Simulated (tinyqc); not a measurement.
FCI on RHF in the sto-3g basis, for H2, spin multiplicity 1, step by step. One step of it, computed by the program tinyqc.

Task: Iteration 2 (converged): orbitals. Diagonalise F' = X^T F X, C = X C', fill 1 alpha and 1 beta electrons from the bottom; D = 2 C_occ C_occ^T. Each column has its largest component positive (the first on a tie).

converged F (hartree):
```
           1H 1s      2H 1s
1H 1s  -0.370672  -0.598221
2H 1s  -0.598221  -0.370672
```

X:
```
           1H 1s      2H 1s
1H 1s   1.251490  -0.476531
2H 1s  -0.476531   1.251490
```

Give: F' = X^T F X; orbital energies; coefficients C; D after iteration 2.

Result:

F' = X^T F X (hartree):
```
         1        2
1   0.0488  -0.6307
2  -0.6307   0.0488
```

orbital energies (hartree): MO1 -0.5819, MO2 0.6795

coefficients C:
```
          MO1      MO2
1H 1s  0.5480   1.2219
2H 1s  0.5480  -1.2219
```

D after iteration 2:
```
        1H 1s   2H 1s
1H 1s  0.6006  0.6006
2H 1s  0.6006  0.6006
```
